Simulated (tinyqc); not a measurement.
Gated two-dimensional channel with two bands, quantum capacitance: effect of the temperature.

phi is the Fermi level above the lowest band edge, in volts; Vg is counted from the gate voltage at which an empty channel would have phi = 0. The channel has no thickness; trap charge is -q Dit phi.

D1 = gv md m0 q/(pi hbar^2), D2 = g2 m2 m0 q/(pi hbar^2) per eV; n1 = D1 Vt ln(1 + exp(phi/Vt)), n2 = D2 Vt ln(1 + exp((phi - E2)/Vt)), n = n1 + n2; Cq = q dn/dphi = q [D1/(1 + exp(-phi/Vt)) + D2/(1 + exp((E2 - phi)/Vt))]. Cox = eps0 eox/tox; Vg = phi + q (n + Dit phi)/Cox. 1/C_G = 1/Cox + 1/(Cq + q Dit); dphi/dVg = Cox/(Cox + Cq + q Dit).

Parameters, values chosen for the exercise; lowest band close to that of monolayer WS2: relative permittivity of the gate insulator (close to zirconium oxide) eox = 25.1; insulator thickness tox = 18 nm; in-plane mass md = 0.305 m0; valley degeneracy gv = 2; in-plane mass of a second band, chosen freely m2 = 0.46 m0; valley degeneracy of that band, chosen freely g2 = 6; second band edge above the first E2 = 0.33 eV; density of traps Dit = 4.4e12 cm^-2 eV^-1; gate voltage Vg = 0.53 V.

Constants: q = 1.602176634e-19 C, kB = 1.380649e-23 J/K, hbar = 1.054571817e-34 J s, m0 = 9.1093837015e-31 kg, Vt = kB T/q, eps0 = 8.8541878128e-14 F/cm where lengths are in cm. Results are converted to the units shown.

The same in every row: Cox (uF/cm^2) = 1.2347.

Results:
```
T (K)	phi (V)	n (cm^-2)	Cq (uF/cm^2)	C_G (uF/cm^2)	dphi/dVg	share of the second band (%)
50	0.015182	3.9005e12	39.656	1.1980	0.029682	2.3591e-30
77	0.014640	3.9070e12	36.777	1.1953	0.031890	4.4768e-19
200	0.0068401	4.0015e12	24.411	1.1768	0.046855	3.5704e-6
300	-0.0035664	4.1275e12	19.008	1.1619	0.058942	0.0017987
400	-0.016071	4.2788e12	15.747	1.1485	0.069809	0.040514
500	-0.030046	4.4480e12	13.614	1.1367	0.079381	0.26232
```

Estimate the missing row, T = 120 K.

Computed row:
```
T (K)	phi (V)	n (cm^-2)	Cq (uF/cm^2)	C_G (uF/cm^2)	dphi/dVg	share of the second band (%)
120	0.012784	3.9295e12	31.637	1.1893	0.036772	1.4439e-11
```

With this row back in the table: As T goes from 50 to 500, Cq falls from 39.7 to 13.6 uF/cm^2, C_G/Cox falls from 0.970 to 0.921 and n rises from 3.90e12 to 4.45e12 cm^-2. Cq exceeds Cox in every row, so the insulator is the tighter limit, though Cq still cuts C_G by up to 7.9 %.

tinyqc, about 0.01 s, one thread, Intel Xeon 2.30GHz (shared host): `OMP_NUM_THREADS=1 python tinyqc.py 2200053 2200054 out.jsonl`
